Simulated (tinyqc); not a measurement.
Time-domain thermoreflectance: layered heat flow under a modulated pulse train, and what the signal ratio measures: one step, computed by the program tinyqc. Command: `OMP_NUM_THREADS=1 python tinyqc.py 3112440 3112441 out.jsonl tdtr walk`. One thread of a shared host (Intel(R) Xeon(R) Processor @ 2.30GHz), about 0.1 s of CPU time with the checks.

Pulses repeat at 80 MHz; heat is laid down at the surface, all layers are isotropic.

Problem. Length and time scales. Penetration depth sqrt(kappa/(pi f C)); effusivity sqrt(kappa C); cooling time of the metal d C_m/G; Kapitza length kappa/G.

Inputs (values chosen for the exercise, modelled on aluminium on sapphire):
```
quantity,value,unit
metal thickness d,61,nm
metal heat capacity,2.42,MJ/(m^3 K)
boundary conductance G under the metal,97,MW/(m^2 K)
substrate conductivity kappa,34.8,W/(m K)
substrate heat capacity C,3.01,MJ/(m^3 K)
modulation frequency f,10,MHz
"spot radius w (1/e^2, pump and probe)",11,micrometre
```

Stack: metal, substrate.

Give: penetration depth; effusivity; cooling time of the metal; Kapitza length; depth over spot radius.

Solution.

penetration depth = 0.6066 micrometre

effusivity = 10235 W s^(1/2)/(m^2 K)

cooling time of the metal = 1522 ps

Kapitza length = 358.8 nm

depth over spot radius = 0.05515
